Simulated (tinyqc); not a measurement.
Octagonal on-chip spiral inductor, lumped pi model: one step of the calculation.

Outer diameter do = di + 2 n wd + 2 (n - 1) sp, mean da = (do + di)/2, fill p = (do - di)/(do + di), length l = 3.314 n da. L = 2.25 mu0 n^2 da/(1 + 3.55 p), mu0 = 4 pi 1e-7 H/m. Rs = rho l/(wd delta (1 - exp(-th/delta))), delta = sqrt(rho/(pi f mu0)). Cs = n wd^2 eps0 eo/hu across the coil. At each end Cox = l wd eps0 eo/(2 ho) leads to the substrate branch Rsi = 2 rs he/(l wd) in parallel with Csi = l wd eps0 11.7/(2 he). With one end grounded Y = 1/(Rs + i w L) + i w Cs + 1/[1/(i w Cox) + 1/(1/Rsi + i w Csi)], w = 2 pi f; Q = -Im Y/Re Y. Eddy currents in neighbouring turns and in the substrate are left out.

Question. Geometry and model elements. do, l, L, delta, Rs, Cs, Cox, Rsi and Csi as defined.

Parameters, values chosen for the exercise; values of the order met in silicon radio-frequency processes:
```
symbol,value,unit,meaning
n,1.5,,number of turns
wd,10,um,line width
sp,3,um,space between turns
di,40,um,inner diameter
th,4,um,metal thickness
rho,2.2,uohm cm,metal resistivity
ho,3.7,um,oxide below the coil
hu,1.4,um,oxide between coil and underpass
eo,3,,relative permittivity of the oxide
rs,10,ohm cm,substrate resistivity
he,80,um,effective spreading depth in the substrate
f,4.4,GHz,frequency
```

Constants: eps0 = 8.8541878128e-12 F/m. Results are converted to the units shown.

Wanted: do; l; L; delta; Rs; Cs; Cox; Rsi; Csi.

Answer.

do = 73.000 um
l = 280.86 um
L = 0.17648 nH
delta = 1.1254 um
Rs = 0.56521 ohm
Cs = 2.8460 fF
Cox = 10.082 fF
Rsi = 5696.8 ohm
Csi = 1.8185 fF

Program tinyqc, `OMP_NUM_THREADS=1 python tinyqc.py 2302127 2302128 out.jsonl`; Intel Xeon 2.30GHz, shared host, one thread, about 0.01 s.
